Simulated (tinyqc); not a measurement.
# Input admittance of a MOSFET at zero drain bias: distributed channel and distributed gate: what changes with what

Source and drain grounded, strong inversion, w = 2 pi f, Cox = eps0 eox/tox. The channel is an RC line of resistance 1/(mu Cox Vo) per square fed from both ends, so one finger has the intrinsic admittance y = i w Cox L tanh(g)/g per width, g = (1/2) sqrt(i w tau), tau = L^2/(mu Vo). The vertical resistance rv/L is in series with y, the overlaps 2 i w Cov in parallel: y_t = 1/(1/y + rv/L) + 2 i w Cov. The gate strip is a line of Rsh/L per length loaded by y_t, so a finger has Y = y_t Wf tanh(k)/k, k = (Wf/sd) sqrt(y_t Rsh/L); the device has Nf Y.

Parameters, values chosen for the exercise; values of the order met in silicon radio-frequency transistors:
- eox = 3.9 (relative permittivity of the gate insulator (close to silicon dioxide))
- tox = 3.3 nm (insulator thickness)
- L = 0.57 um (channel length)
- Wf = 3.1 um (finger width)
- Nf = 8 (number of fingers)
- mu = 220 cm^2/(V s) (channel mobility)
- Vo = 0.49 V (gate overdrive)
- Rsh = 4 ohm/square (sheet resistance of the gate)
- rv = 2 ohm um^2 (vertical resistivity of the gate stack)
- sd = 1 (number of ends at which a finger is contacted)
- Cov = 0.3 fF/um (overlap and fringe capacitance on each side)
- f = 2.3 GHz (frequency)

Constants: eps0 = 8.8541878128e-14 F/cm where lengths are in cm. Results are converted to the units shown.

Each table varies one quantity; the others keep the values above.

## Input impedance against frequency

Low-frequency limits, with c = Cox L and ct = c + 2 Cov: R_strip = Rsh Wf/(3 sd^2 L Nf), R_ch = (c/ct)^2 L/(12 mu Cox Vo Wf Nf), R_vert = (c/ct)^2 rv/(L Wf Nf), C = ct Wf Nf. Z = 1/(Nf Y) = R + 1/(i w C), Q = |Im Z|/R, far-point signal |1/cosh k|.

The same in every row: low-frequency R (ohm) = 15.041.

Results:

| f (GHz) | w tau | \|k\| | R (ohm) | C (fF) | Q | signal at the far point |
|---|---|---|---|---|---|---|
| 0.02 | 0.0037874 | 0.0074586 | 15.041 | 162.80 | 3249.9 | 1.0000 |
| 0.06 | 0.011362 | 0.012919 | 15.041 | 162.80 | 1083.3 | 1.0000 |
| 0.2 | 0.037874 | 0.023586 | 15.041 | 162.80 | 324.99 | 1.0000 |
| 0.5 | 0.094685 | 0.037292 | 15.041 | 162.80 | 130.00 | 0.99999 |
| 3 | 0.56811 | 0.091279 | 15.037 | 162.70 | 21.684 | 0.99981 |
| 9 | 1.7043 | 0.15715 | 15.012 | 161.93 | 7.2748 | 0.99837 |
| 30 | 5.6811 | 0.27057 | 14.726 | 153.86 | 2.3415 | 0.98616 |
| 70 | 13.256 | 0.35236 | 13.526 | 127.00 | 1.3236 | 0.96447 |

Estimate the missing row, f = 1 GHz.

Computed row:

| f (GHz) | w tau | \|k\| | R (ohm) | C (fF) | Q | signal at the far point |
|---|---|---|---|---|---|---|
| 1 | 0.18937 | 0.052736 | 15.040 | 162.79 | 65.004 | 0.99998 |

With this row back in the table: R falls from 15.0 to 13.5 ohm and C falls from 163 to 127 fF. Q goes as f^(-1.00) between the first two rows and f^(-0.67) between the last two, where w tau = 13.3 and |k| = 0.352. The low-frequency limits hold both R and C within 5 % up to f = 9 GHz among the rows.

## Effect of the gate overdrive

Same model as above.

Result of one run:

| Vo (V) | w tau | \|k\| | R (ohm) | low-frequency R (ohm) | C (fF) | Q | signal at the far point |
|---|---|---|---|---|---|---|---|
| 1.1 | 0.19402 | 0.079978 | 7.2672 | 7.2674 | 162.79 | 58.493 | 0.99995 |

What becomes of these results when the gate overdrive Vo is changed from 1.1 to 1.25 V, all else the same?

Result of the changed run:

| Vo (V) | w tau | \|k\| | R (ohm) | low-frequency R (ohm) | C (fF) | Q | signal at the far point |
|---|---|---|---|---|---|---|---|
| 1.25 | 0.17074 | 0.079979 | 6.5179 | 6.5181 | 162.79 | 65.216 | 0.99995 |

The whole series:

| Vo (V) | w tau | \|k\| | R (ohm) | low-frequency R (ohm) | C (fF) | Q | signal at the far point |
|---|---|---|---|---|---|---|---|
| 0.2 | 1.0671 | 0.079771 | 35.338 | 35.366 | 162.46 | 12.053 | 0.99974 |
| 0.35 | 0.60977 | 0.079915 | 20.642 | 20.648 | 162.69 | 20.605 | 0.99985 |
| 0.5 | 0.42684 | 0.079950 | 14.759 | 14.760 | 162.74 | 28.810 | 0.99989 |
| 0.65 | 0.32834 | 0.079964 | 11.589 | 11.590 | 162.77 | 36.683 | 0.99992 |
| 0.8 | 0.26677 | 0.079971 | 9.6085 | 9.6089 | 162.78 | 44.243 | 0.99993 |
| 0.95 | 0.22465 | 0.079975 | 8.2530 | 8.2533 | 162.78 | 51.507 | 0.99994 |
| 1.1 | 0.19402 | 0.079978 | 7.2672 | 7.2674 | 162.79 | 58.493 | 0.99995 |
| 1.25 | 0.17074 | 0.079979 | 6.5179 | 6.5181 | 162.79 | 65.216 | 0.99995 |

As Vo goes from 0.2 to 1.25, R falls from 35.3 to 6.52 ohm, C stays near 163 fF and Q rises from 12.1 to 65.2. Only the channel term depends on Vo.

Numbers from tinyqc (`OMP_NUM_THREADS=1 python tinyqc.py 2262090 2262091 out.jsonl`; about 0.01 s on one thread of a shared Intel Xeon 2.30GHz).
